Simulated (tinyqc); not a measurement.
Worked calculation: sp3s* tight binding with spin-orbit coupling. Values are carried at full precision from step to step, so a last printed digit may differ when a step is redone from the rounded ones.

sp3s* tight binding, nearest neighbours only: anion (a) at 0, cation (c) at a/4 (1,1,1), orbitals s, px, py, pz, s* on each; k in units of 2 pi/a. With phases e_j = exp(i (pi/2) k.n_j) for n = (1,1,1), (1,-1,-1), (-1,1,-1), (-1,-1,1): g0 = (e1+e2+e3+e4)/4, g1 = (e1+e2-e3-e4)/4, g2 = (e1-e2+e3-e4)/4, g3 = (e1-e2-e3+e4)/4. The diagonal holds the levels Esa, Epa, Exa (s*) and Esc, Epc, Exc. Anion-cation block: <sa|sc> = Vss g0; <sa|xc> = Vsapc g1; <xa|sc> = -Vscpa g1; <xa|xc> = Vxx g0; <xa|yc> = <ya|xc> = Vxy g3, <xa|zc> = <za|xc> = Vxy g2, <ya|zc> = <za|yc> = Vxy g1; <s*a|xc> = Vxapc g1; <xa|s*c> = -Vpaxc g1; y and z take g2 and g3 in place of g1; s-s* and s*-s* vanish.

Constants: hbar^2/2m0 = 3.80998211 eV angstrom^2.

Parameters, chosen for this exercise (near a published set for Si, fitted to gaps, whose masses and valley positions are rough; spin-orbit coupling, where it is added without a refit, lifts the valence top and shrinks all gaps by about a third of the splitting; shifted at random, so the results belong to these values and not to a real crystal):
- k = (0.51, 0.25, 0.28) 2 pi/a (wave vector)
- Esa = -4.209 eV (s level of the anion)
- Epa = 1.714 eV (p level of the anion)
- Esc = -4.209 eV (s level of the cation)
- Epc = 1.714 eV (p level of the cation)
- Exa = 6.694 eV (s* level of the anion)
- Exc = 6.694 eV (s* level of the cation)
- Vss = -8.305 eV (s-s)
- Vxx = 1.716 eV (px-px)
- Vxy = 4.567 eV (px-py)
- Vsapc = 5.735 eV (s anion, p cation)
- Vscpa = 5.735 eV (s cation, p anion)
- Vxapc = 5.385 eV (s* anion, p cation)
- Vpaxc = 5.385 eV (p anion, s* cation)
- Da = 0.046 eV (atomic spin-orbit splitting, anion)
- Dc = 0.046 eV (the same, cation)
- a = 5.434 angstrom (lattice constant)

## Phase sums

Form g0 to g3 at this k.

g0, g1, g2, g3: 0.58175-0.11701i  -0.11339+0.60032i  -0.28249+0.24097i  -0.24866+0.27375i

## The Hamiltonian without spin-orbit coupling

Fill in the 10 x 10 matrix.

H(k) (eV), lower triangle (Hermitian):
```
                  sa               xa               ya               za              s*a       sc
sa           -4.2090
xa                 0           1.7140
ya                 0                0           1.7140
za                 0                0                0           1.7140
s*a                0                0                0                0           6.6940
sc   -4.8314-0.9718i   0.6503+3.4428i   1.6201+1.3820i   1.4261+1.5700i                0  -4.2090
xc   -0.6503-3.4428i   0.9983+0.2008i  -1.1356-1.2502i  -1.2901-1.1005i  -0.6106-3.2327i        0
yc   -1.6201-1.3820i  -1.1356-1.2502i   0.9983+0.2008i  -0.5179-2.7417i  -1.5212-1.2976i        0
zc   -1.4261-1.5700i  -1.2901-1.1005i  -0.5179-2.7417i   0.9983+0.2008i  -1.3390-1.4741i        0
s*c                0   0.6106+3.2327i   1.5212+1.2976i   1.3390+1.4741i                0        0

         xc      yc      zc     s*c
xc   1.7140
yc        0  1.7140
zc        0       0  1.7140
s*c       0       0       0  6.6940
```

## Levels at this k

Diagonalise H, which belongs to k = (0.51, 0.25, 0.28) (2 pi/a). Four bands are filled (two electrons each); give the make-up of band 5, the lowest empty one.

levels (eV): -10.7347  -5.7060  -1.6275  -1.4848  1.9280  3.1260  4.9615  5.0676  9.1690  10.5550

weights of band 5: s 0.135, p 0.492, s* 0.373

weight of band 5 on atom a = 0.500

The vertical gap at this k is 3.4128 eV; band 5 is mostly p-like.

## Levels at Gamma

Spin-orbit coupling acts within the p shell of each atom as (D/3) L.sigma, D = Da or Dc: it puts four states at Ep + D/3 and two at Ep - 2D/3.

At k = 0 only g0 = 1 is left and H falls into 2 x 2 blocks [[E_a, V], [V, E_c]] with roots (E_a + E_c)/2 -/+ sqrt(((E_a - E_c)/2)^2 + V^2); the s* levels stay uncoupled. The direct gap runs from the highest lower root of the p blocks to the lowest upper root.

Blocks at Gamma (eV):

| block | E_a | E_c | V | lower root | upper root |
|---|---|---|---|---|---|
| s (Gamma6) | -4.2090 | -4.2090 | -8.3050 | -12.5140 | 4.0960 |
| p 3/2 (Gamma8) | 1.7293 | 1.7293 | 1.7160 | 0.0133 | 3.4453 |
| p 1/2 (Gamma7) | 1.6833 | 1.6833 | 1.7160 | -0.0327 | 3.3993 |

direct gap at Gamma = 3.3860 eV

The lowest empty level at Gamma is p-like. The split-off band lies 0.0460 eV below the top, equal to the atomic value.

## Bands near the gap

Diagonalise at L = (1/2,1/2,1/2), X = (1,0,0), W = (1,1/2,0), K = (3/4,3/4,0) and at the fractions named between them; energies from the top of the valence band at Gamma; the matrix is 20 x 20 and 8 levels are filled.

Levels (eV):

| k | level 3 | level 5 | level 7 | level 8 | level 9 | level 10 | level 11 |
|---|---|---|---|---|---|---|---|
| L | -7.097 | -1.456 | -1.425 | -1.425 | 2.481 | 2.481 | 2.490 |
| L-G 0.5 | -3.926 | -0.846 | -0.815 | -0.815 | 2.368 | 2.368 | 3.978 |
| G | -0.046 | 0.000 | 0.000 | 0.000 | 3.386 | 3.386 | 3.432 |
| G-X 0.2 | -0.970 | -0.468 | -0.445 | -0.445 | 2.824 | 2.824 | 3.847 |
| G-X 0.4 | -2.860 | -1.328 | -1.314 | -1.314 | 1.885 | 1.885 | 4.018 |
| G-X 0.6 | -4.856 | -2.133 | -2.125 | -2.125 | 1.274 | 1.274 | 3.288 |
| G-X 0.7 | -5.803 | -2.445 | -2.440 | -2.440 | 1.161 | 1.161 | 2.844 |
| G-X 0.8 | -6.695 | -2.677 | -2.673 | -2.673 | 1.187 | 1.187 | 2.395 |
| G-X 0.9 | -7.527 | -2.819 | -2.817 | -2.817 | 1.343 | 1.343 | 1.974 |
| X | -8.300 | -2.866 | -2.866 | -2.866 | 1.614 | 1.614 | 1.614 |
| W | -8.295 | -2.874 | -2.859 | -2.859 | 1.609 | 1.609 | 1.619 |
| K | -7.822 | -3.079 | -2.449 | -2.449 | 1.596 | 1.596 | 1.767 |
| K-G 0.5 | -4.596 | -2.000 | -0.895 | -0.895 | 2.223 | 2.223 | 3.336 |

On these points the lowest empty level is lowest at G-X 0.7, 1.161 eV above the top.

## Valleys and masses

The lowest conduction level (mean of the pair) at Gamma, at its minimum on (x,0,0) for x from 0.5 to 1, and at the point L (L, and X where the search ends there, need not be minima in this model; a zero or negative inverse mass shows it). Inverse masses m0/m = (E(+h) + E(-h) - 2 E)/(2 c q^2) with c = hbar^2/2m0, q = h 2 pi/a, h = 0.002; longitudinal along the valley axis ([100] at Gamma and Delta, [111] at L), transverse along [010] or [1-10]. A dash: the next level lies within 0.15 eV, so a single mass has no use there.

Valleys:

| valley | x (2 pi/a) | E - Ev (eV) | m0/m_l | m0/m_t |
|---|---|---|---|---|
| Gamma | 0.0000 | 3.3860 | - | - |
| Delta | 0.7311 | 1.1545 | 1.35 | 0.62 |
| L | 0.5000 | 2.4814 | - | - |

Of these three the lowest is the Delta line, which makes the gap indirect, 1.1545 eV. At Delta m0/m_t is 0.62. This nearest-neighbour model is fitted to gaps: it places the Delta minimum and the masses at Delta and L only roughly (transverse masses can be several times too heavy), and since its bands are flat from X to W the transverse mass grows too heavy towards X; d orbitals or second neighbours cure this.

## Checks

- Direct gap at Gamma from the blocks against the full matrix: both 3.38600.

Program tinyqc; command `OMP_NUM_THREADS=1 python tinyqc.py 1450476 1450477 out.jsonl`; about 0.1 s on one thread of a shared Intel(R) Xeon(R) Processor @ 2.30GHz.
